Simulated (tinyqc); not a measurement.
# Tunnelling through a two-layer gate stack, WKB transmission and Tsu-Esaki current: effect of temperature

Electrons leave the emitter at x = 0. Energies E (motion across the layers) are in eV from the emitter Fermi level; the collector Fermi level lies at -V and offers states at every E. No charge in the dielectric and no image force: F1 = V/(t1 + t2 eps1/eps2), F2 = F1 eps1/eps2; U = phi1 - F1 x in layer 1 and phi2 - F1 t1 - F2 (x - t1) in layer 2. With C = hbar^2/(2 m0), kappa = sqrt(m (U - E)/C) where U > E and 0 elsewhere; T(E) = exp(-S), S = 2 times the integral of kappa over x.

Each layer adds (2/F) sqrt(m/C) [G(u at its left edge) - G(u at its right edge)] to S, with u = U - E (0 where negative) and G(u) = (2/3) u^1.5. J = J0 times the integral of T(E) N(E) dE, N = ln[(1 + exp(-E/Vt))/(1 + exp((-E - V)/Vt))], J0 = q^2 me m0 kB T/(2 pi^2 hbar^3) (times 1e-4 for A/cm^2 per eV), from E = -Ef to far above the barrier (T = 1 there), by quadrature converged to the digits shown. The share over the barrier is that of energies above the highest band edge; 0 means below 1e-6 %.

Inputs (values chosen for the exercise); layer 1 close to silicon nitride, layer 2 close to hafnium oxide:

| symbol | value | unit | meaning |
|---|---|---|---|
| Ef | 0.28 | eV | Fermi energy of the emitter above its band bottom |
| me | 1 | m0 | emitter mass in the supply function |
| phi1 | 2.02 | eV | barrier of layer 1 above the emitter Fermi level at zero bias |
| m1 | 0.52 | m0 | tunnelling mass of layer 1 |
| t1 | 1.1 | nm | thickness of layer 1 |
| eps1 | 7.21 |  | relative permittivity of layer 1 |
| phi2 | 1.47 | eV | barrier of layer 2 at zero bias |
| m2 | 0.19 | m0 | tunnelling mass of layer 2 |
| t2 | 3.5 | nm | thickness of layer 2 |
| eps2 | 23 |  | relative permittivity of layer 2 |
| V | 1 | V | voltage across the dielectric |

Constants: q = 1.602176634e-19 C, kB = 1.380649e-23 J/K, hbar = 1.054571817e-34 J s, m0 = 9.1093837015e-31 kg, Vt = kB T/q, hbar^2/(2 m0) = 0.0380998212 eV nm^2. Results are converted to the units shown.

Effect of temperature:
```
T (K)  J (A/cm^2)  mean E of the current (eV)  share over the barrier (%)
50       0.003706                     -0.1300                           0
100      0.003763                     -0.1280                           0
200      0.004004                     -0.1196                           0
300      0.004459                     -0.1042                           0
400      0.005253                    -0.07748                           0
500      0.006960                   -0.003564                           0
600       0.01479                      0.2935                     3.15e-6
750        0.1572                      0.7469                     1.15e-3
```

What does the comparison show?

Between 50 and 300 K the current changes by a factor of 1.20, and between 300 and 750 K by 35.2; the mean energy of the current rises from -0.130 to 0.747 eV. The transmission grows by a factor e over d = 0.0805 eV near E = 0, equal to kB T/q at 934 K: far below that temperature the thermal tail adds little.

Numbers from tinyqc (`OMP_NUM_THREADS=1 python tinyqc.py 2540070 2540071 out.jsonl`; about 0.04 s on one thread of a shared Intel Xeon 2.30GHz).
